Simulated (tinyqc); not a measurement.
Inside a calculation. Method: sp3 tight binding, zinc-blende lattice. One step of it, computed by the program tinyqc.

Problem. Bloch Hamiltonian at L. Slater-Koster rules over the four bonds with direction cosines (l, m, n): ss V_ss; s-px l V_sp; px-s -l V_sp; px-px l^2 V_pps + (1 - l^2) V_ppp; px-py l m (V_pps - V_ppp); each times exp(i k.d).

Parameters chosen for this model: zinc-blende lattice, anion at 0, cation at a/4 (1,1,1); V = eta hbar^2 / (m d^2), hbar^2/m = 7.619964 eV angstrom^2:
```
parameter,value,unit
a,5.210000,angstrom
d,2.255996,angstrom
Es anion,-17.430000,eV
Ep anion,-7.410000,eV
Es cation,-10.280000,eV
Ep cation,-3.670000,eV
eta ss,-1.320000,
eta sp,1.420000,
eta pp sigma,2.220000,
eta pp pi,-0.630000,
V ss,-1.976288,eV
V sp,2.126006,eV
V pp sigma,3.323756,eV
V pp pi,-0.943228,eV
```

k point L (2 pi / a): 0.500000  0.500000  0.500000

Give: H(k) at L.

Solution.

H(k) at L (eV):
```
,a s,a px,a py,a pz,c s,c px,c py,c pz
a s,-17.430,0.000,0.000,0.000,-2.795+2.795i,-1.736+1.736i,-1.736+1.736i,-1.736+1.736i
a px,0.000,-7.410,0.000,0.000,1.736-1.736i,0.678-0.678i,-2.011+2.011i,-2.011+2.011i
a py,0.000,0.000,-7.410,0.000,1.736-1.736i,-2.011+2.011i,0.678-0.678i,-2.011+2.011i
a pz,0.000,0.000,0.000,-7.410,1.736-1.736i,-2.011+2.011i,-2.011+2.011i,0.678-0.678i
c s,-2.795-2.795i,1.736+1.736i,1.736+1.736i,1.736+1.736i,-10.280,0.000,0.000,0.000
c px,-1.736-1.736i,0.678+0.678i,-2.011-2.011i,-2.011-2.011i,0.000,-3.670,0.000,0.000
c py,-1.736-1.736i,-2.011-2.011i,0.678+0.678i,-2.011-2.011i,0.000,0.000,-3.670,0.000
c pz,-1.736-1.736i,-2.011-2.011i,-2.011-2.011i,0.678+0.678i,0.000,0.000,0.000,-3.670
```
